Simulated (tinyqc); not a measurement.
Raising U: Hubbard chain of 3 sites, mean field against exact. Computed by the program tinyqc. 

one-body matrix (hopping and site energies) (eV):
```
         1        2        3
1   0.4900  -1.2900   0.0000
2  -1.2900   0.2900  -1.2900
3   0.0000  -1.2900  -0.4700
```

electrons, up and down: 2  1

Collinear unrestricted mean field (the lowest of 40 random starts) against exact diagonalisation.

Exact and mean-field results (eV):
```
U            U/t    E exact  E mean field  mean |n_up - n_down|  double occupancy, exact  first gap in the sector
0.6500    0.5039  -3.057639     -3.044734                0.3333                   0.2025                   1.7552
1.2900    1.0000  -2.690813     -2.638652                0.3809                   0.1796                   1.6620
2.5800    2.0000  -2.082936     -1.892196                0.5293                   0.1355                   1.4284
3.8700    3.0000  -1.630971     -1.319086                0.7158                   0.0997                   1.2069
5.1600    4.0000  -1.298742     -0.947166                0.8324                   0.0735                   1.0238
7.7400    6.0000  -0.865116     -0.541500                0.9252                   0.0422                   0.7648
10.3200   8.0000  -0.605461     -0.331596                0.9580                   0.0265                   0.6016
15.4800  12.0000  -0.318705     -0.119030                0.9814                   0.0129                   0.4163
25.8000  20.0000  -0.073373      0.052205                0.9933                   0.0049                   0.2550
```

In absolute terms mean field is worst at U/t = 4.0, 0.352 eV too high: at small U it is nearly exact, and at large U it misses only exchange-scale energies. Relative to the exact energy its error is 0.4 % at the smallest U, 171 % at most and 171 % at the largest. The double occupancy falls from 0.202 to 0.005.
